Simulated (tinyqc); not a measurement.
Tight binding, honeycomb lattice, step by step. One step of it, computed by the program tinyqc.

Problem. Bloch Hamiltonian at K. H_AB = -t1 (1 + exp(-i k.a1) + exp(-i k.a2)); H_AA = delta - 2 t2 sum cos(k.b + phi), H_BB = -delta - 2 t2 sum cos(k.b - phi), b = a1, a2 - a1, -a2.

Parameters chosen for this model:
```
parameter     value                        unit
t1         1.860000                 eV, nearest
t2         0.200000       eV, second neighbours
phi        1.570000  rad, phase of t2 (Haldane)
delta             0          eV, +/- on A and B
```

k point K (fractions of the reciprocal vectors): [0.333333, 0.666667]

Give: H(k) at K.

Solution.

H(k) at K (eV), order A, B:
```
[[1.0397, 0.0000],
 [0.0000, -1.0388]]
```
